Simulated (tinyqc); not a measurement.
## Undoped symmetric double-gate MOSFET, analytic potential model: effect of the temperature

An undoped body of thickness ts between two equal insulators and tied gates; long channel, electrons only, n = ni exp((psi - V)/Vt) with V the quasi-Fermi potential (0 at the source, Vd at the drain), constant mobility, no quantisation. Across the body psi(x) = V - 2 Vt ln[(ts/(2 beta)) sqrt(q ni/(2 eps0 eps_r Vt)) cos(2 beta x/ts)], x from the centre. Q is the electron charge per area of the whole body.

Nc and Nv are given at 273 K and scale as (T/273 K)^1.5; Eg and mu are held fixed. ni = sqrt(Nc Nv) exp(-Eg/(2 Vt)), Eg in volts; r = eps_r tox/(eox ts); V0 = dphi + 2 Vt ln[(2/ts) sqrt(2 eps0 eps_r Vt/(q ni))]. beta (between 0 and pi/2) solves (Vg - V0 - V)/(2 Vt) = ln(beta) - ln(cos beta) + 2 r beta tan(beta). Q = 8 eps0 eps_r Vt beta tan(beta)/ts; I = mu (1/L)(4 eps0 eps_r/ts)(2 Vt)^2 [g(beta_s) - g(beta_d)] per width, g = beta tan(beta) - beta^2/2 + r beta^2 tan^2(beta), with beta_s at V = 0 and beta_d at V = Vd.  I(low) is taken at Vg = 0.25 V, Qs and I(high) at Vg = 1 V.

Inputs (values chosen for the exercise); material values close to those of silicon:

| symbol | value | unit | meaning |
|---|---|---|---|
| Eg | 1.14 | eV | band gap |
| eps_r | 11.7 |  | relative permittivity of the semiconductor |
| Nc | 2.44e19 | cm^-3 | conduction-band density of states at the reference temperature |
| Nv | 2.26e19 | cm^-3 | valence-band density of states at the reference temperature |
| eox | 25.5 |  | relative permittivity of the gate insulator |
| tox | 9 | nm | insulator thickness |
| ts | 20 | nm | body thickness |
| dphi | 0.03 | V | gate work function less that of the intrinsic body |
| mu | 140 | cm^2/(V s) | channel mobility |
| L | 0.1 | um | gate length |
| Vd | 0.05 | V | drain voltage |

Constants: q = 1.602176634e-19 C, kB = 1.380649e-23 J/K, Vt = kB T/q, eps0 = 8.8541878128e-14 F/cm where lengths are in cm. Results are converted to the units shown.

Effect of the temperature:
```
T (K)  V0 (V)  I(low) (nA/um)  Qs(high) (nC/cm^2)  I(high) (uA/um)
220    0.5196        0.001287                1813            119.0
250    0.5073         0.01578                1820            119.6
280    0.4948          0.1157                1830            120.4
310    0.4822          0.5881                1843            121.4
340    0.4694           2.276                1858            122.5
370    0.4566           7.158                1876            123.8
400    0.4436           19.13                1895            125.3
430    0.4305           44.85                1916            126.8
```

What does the comparison show?

As T goes from 220 to 430 K, I(low) rises from 0.00129 to 44.8 nA/um and I(high) rises from 119 to 127 uA/um. V0 falls from 0.520 to 0.431 V. In every row the surface density at the source at the higher gate voltage passes 0.3 Nc, where Boltzmann statistics fail. In every row the mobility is held fixed, though a real one changes with T.

Numbers from tinyqc (`OMP_NUM_THREADS=1 python tinyqc.py 2440109 2440110 out.jsonl`; about 0.03 s on one thread of a shared Intel Xeon 2.30GHz).
